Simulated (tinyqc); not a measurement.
# Short-channel transistor, virtual-source model with series resistance, step by step

Program tinyqc, `OMP_NUM_THREADS=1 python tinyqc.py 2380164 2380165 out.jsonl`; Intel Xeon 2.30GHz, shared host, one thread, about 0.01 s. Printed values are rounded.

The current per gate width is the charge at the top of the source barrier (the virtual source) times its velocity times a saturation function; al and be are fitting constants of the model. Units: I in uA/um, Rs in ohm um, so I Rs = 1e-6 I Rs in volts; Q in uC/cm^2, so I = 1e-4 Q vx0 Fsat with vx0 in cm/s.

Inputs (values chosen for the exercise): temperature T = 250 K; inversion capacitance Cinv = 2.65 uF/cm^2; velocity at the virtual source vx0 = 8.07e6 cm/s; apparent mobility mu = 1100 cm^2/(V s); channel length L = 45 nm; threshold at zero drain voltage VT0 = 0.48 V; drain-induced barrier lowering dl = 0.034 V/V; subthreshold factor n0 = 1.5; growth of n with drain voltage nd = 0.2 1/V; threshold shift (in units of Vt) from weak to strong inversion al = 3.5; sharpness of saturation be = 1.8; series resistance of each contact Rs = 90 ohm um; gate voltage Vgs = 0.75 V; drain voltage Vds = 0.38 V.

Constants: q = 1.602176634e-19 C, kB = 1.380649e-23 J/K, Vt = kB T/q. Results are converted to the units shown.

## Iteration 1: current through the series resistance

I at the start = 0 uA/um

Intrinsic voltages Vg' = Vgs - I Rs, Vd' = Vds - 2 I Rs. n = n0 + nd Vd', VT = VT0 - dl Vd', Ff = 1/(1 + exp((Vg' - VT + al Vt/2)/(al Vt))), Q = Cinv n Vt ln(1 + exp((Vg' - VT + al Vt Ff)/(n Vt))), Vdsat = (vx0 L/mu)(1 - Ff) + Vt Ff, Fsat = u/(1 + u^be)^(1/be) with u = Vd'/Vdsat, and I(out) = Q vx0 Fsat per width. (Fsat takes the sign of u.) I(new) = I(out).

Vg' = 0.75 V
Vd' = 0.38 V
VT = 0.467080 V
Ff = 0.0140335
Q = 0.752563 uC/cm^2
Vdsat = 0.0328527 V
Fsat = 0.993288
I(out) = 603.242 uA/um
I after iteration 1 = 603.242 uA/um

## Iteration 2: current through the series resistance

As before.

Vg' = 0.695708 V
Vd' = 0.271416 V
VT = 0.470772 V
Ff = 0.0297948
Q = 0.602135 uC/cm^2
Vdsat = 0.0326719 V
Fsat = 0.987914
I(out) = 480.050 uA/um
I after iteration 2 = 480.050 uA/um

## Course of the iteration: current through the series resistance

Stop when I changes by less than 1e-7 uA/um, or after 80 iterations.

Course of the iteration:
```
iteration  I (uA/um)  |change| (uA/um)
1            603.242               603
2            480.050               123
3            505.160              25.1
4            500.040              5.12
5            501.084              1.04
6            500.871             0.213
7            500.915            0.0434
8            500.906           8.85e-3
9            500.908           1.80e-3
10           500.907           3.68e-4
11           500.907           7.50e-5
12           500.907           1.53e-5
13           500.907           3.12e-6
14           500.907           6.36e-7
15           500.907           1.30e-7
16           500.907           2.64e-8
```

Converged in 16 iterations. At the end each change is about 0.20 times the one before, with alternating sign: linear convergence.

## What the series resistance costs

converged I = 500.907 uA/um
I0 = 603.242 uA/um

Intrinsic voltages Vg' = Vgs - I Rs, Vd' = Vds - 2 I Rs. n = n0 + nd Vd', VT = VT0 - dl Vd', Ff = 1/(1 + exp((Vg' - VT + al Vt/2)/(al Vt))), Q = Cinv n Vt ln(1 + exp((Vg' - VT + al Vt Ff)/(n Vt))), Vdsat = (vx0 L/mu)(1 - Ff) + Vt Ff, Fsat = u/(1 + u^be)^(1/be) with u = Vd'/Vdsat, and I = Q vx0 Fsat per width. I0 is the current for Rs = 0. Effective velocity I/Q; transit time L Q/I.

loss against I0 = 16.9641 %
effective velocity = 7.98298e6 cm/s
transit time = 0.563699 ps

The carriers leave the virtual source at 98.9 % of vx0: the device is in saturation.
